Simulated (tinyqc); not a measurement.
Ballistic transport through the one-dimensional subbands of a rectangular nanowire or nanosheet channel: one step, computed by the program tinyqc. Command: `OMP_NUM_THREADS=1 python tinyqc.py 3007161 3007162 out.jsonl wire walk`. One thread of a shared host (Intel(R) Xeon(R) Processor @ 2.30GHz), about 0.02 s of CPU time with the checks.

Hard walls, parabolic subbands, transport along x. Energies are counted from the bulk conduction band edge at the top of the barrier, which the gate pulls down by U; the source Fermi level lies at the bulk edge when U = 0.

Task: Subbands. E_pq = (hbar^2 pi^2/2)(p^2/(m_y b^2) + q^2/(m_z a^2)); valley pairs: (m_x, m_y, m_z) = (m_t, m_t, m_l), (m_t, m_l, m_t), (m_l, m_t, m_t), each with degeneracy g = 2; the 10 lowest subbands are kept.

Inputs (values chosen for the exercise, modelled on silicon):
```
quantity        value  unit
light mass m_t   0.18   m_0
heavy mass m_l  0.909   m_0
height a            4    nm
width b           6.4    nm
```

Valleys: silicon [100] wire.

Constants: hbar^2/(2 m_0) = 3.80998212 eV angstrom^2; k_B = 8.617333262e-05 eV/K.

Give: Subbands.

Result:

Subbands:
```
valley axis  p  q  E (meV)  m_x (m_0)
z            1  1    76.86      0.180
y            1  1   140.67      0.180
z            1  2   154.42      0.180
y            2  1   170.96      0.180
x            1  1   181.57      0.909
y            3  1   221.46      0.180
z            2  1   229.86      0.180
z            1  3   283.69      0.180
y            4  1   292.16      0.180
z            2  2   307.43      0.180
```
